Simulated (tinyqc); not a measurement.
Double-gate transistor below threshold, two-dimensional Poisson equation on a small mesh: two steps of the calculation.

Half of a symmetric double-gate structure: row 0 is the mid-plane of the body, where the normal field vanishes. Mobile charge is neglected (subthreshold), the body is fully depleted, and potentials are counted from the intrinsic level; rows run upward to the gate, columns from source to drain.

Values chosen for this exercise; semiconductor permittivity close to that of silicon: relative permittivity of the semiconductor eps_r = 11.6; relative permittivity of the insulator eox = 7.5; half the body thickness tb = 6 nm; insulator thickness tox = 1.6 nm; channel length L = 40 nm; acceptor density of the depleted body Na = 3.4e17 cm^-3.

Constants: q = 1.602176634e-19 C, eps0 = 8.8541878128e-14 F/cm where lengths are in cm. Results are converted to the units shown.

Task 1. Coefficients of the five-point equations. Mesh: rows i = 0..3 in the semiconductor (step hs = tb/3, row 3 on the interface), then 2 step(s) ho = tox/2 up to the gate row 5; columns j = 0..7 (step hy = L/7). Box integration, divided by eps0: up_i = eps hy/h of the interval above row i, dn_i = that of the interval below (0 for row 0), lat_i = (sum of eps h/2 over the intervals above and below)/hy, s_i = -q Na w_i hy/eps0 with w_i the semiconductor height of the box (hs/2 for row 0 and the interface row, hs between, 0 in the insulator). Each free node obeys (up + dn + 2 lat) psi = up psi(above) + dn psi(below) + lat [psi(left) + psi(right)] + s.

Find: up; dn; lat; s.

Result 1.

```
row	up	dn	lat	s (V)
0	33.143	0	2.0300	-0.035156
1	33.143	33.143	4.0600	-0.070312
2	33.143	33.143	4.0600	-0.070312
3	53.571	33.143	2.5550	-0.035156
4	53.571	53.571	1.0500	0
```

Task 2. Over-relaxation sweep (omega = 1.2). Free nodes: rows 0..4, columns 1..6, taken row by row from row 0, left to right. t = (up psi(above) + dn psi(below) + lat [psi(left) + psi(right)] + s)/(up + dn + 2 lat), with the newest neighbours; psi(new) = psi + 1.2 (t - psi).

psi at the start (fixed values on the edges, free nodes at the gate value) (V):
```
	j=0	j=1	j=2	j=3	j=4	j=5	j=6	j=7
row 0	0.4900000	0.0800000	0.0800000	0.0800000	0.0800000	0.0800000	0.0800000	1.4900000
row 1	0.4900000	0.0800000	0.0800000	0.0800000	0.0800000	0.0800000	0.0800000	1.4900000
row 2	0.4900000	0.0800000	0.0800000	0.0800000	0.0800000	0.0800000	0.0800000	1.4900000
row 3	0.4900000	0.0800000	0.0800000	0.0800000	0.0800000	0.0800000	0.0800000	1.4900000
row 4	0.2850000	0.0800000	0.0800000	0.0800000	0.0800000	0.0800000	0.0800000	0.7850000
row 5	0.0800000	0.0800000	0.0800000	0.0800000	0.0800000	0.0800000	0.0800000	0.0800000
```

```
row	up	dn	lat	s (V)
0	33.142857	0	2.03	-0.035156249
1	33.142857	33.142857	4.06	-0.070312498
2	33.142857	33.142857	4.06	-0.070312498
3	53.571429	33.142857	2.555	-0.035156249
4	53.571429	53.571429	1.05	0
```

Wanted: psi after iteration 1.

Result 2.

psi after iteration 1 (V):
```
	j=0	j=1	j=2	j=3	j=4	j=5	j=6	j=7
row 0	0.4900	0.1057	0.0805	0.0789	0.0788	0.0788	0.1711	1.4900
row 1	0.4900	0.1195	0.0817	0.0784	0.0781	0.0781	0.2198	1.4900
row 2	0.4900	0.1268	0.0829	0.0782	0.0777	0.0777	0.2457	1.4900
row 3	0.4900	0.1135	0.0819	0.0788	0.0785	0.0785	0.1984	1.4900
row 4	0.2850	0.1021	0.0814	0.0793	0.0791	0.0791	0.1578	0.7850
row 5	0.0800	0.0800	0.0800	0.0800	0.0800	0.0800	0.0800	0.0800
```

Numbers from tinyqc (`OMP_NUM_THREADS=1 python tinyqc.py 2480111 2480112 out.jsonl`; about 0.2 s on one thread of a shared Intel Xeon 2.30GHz).
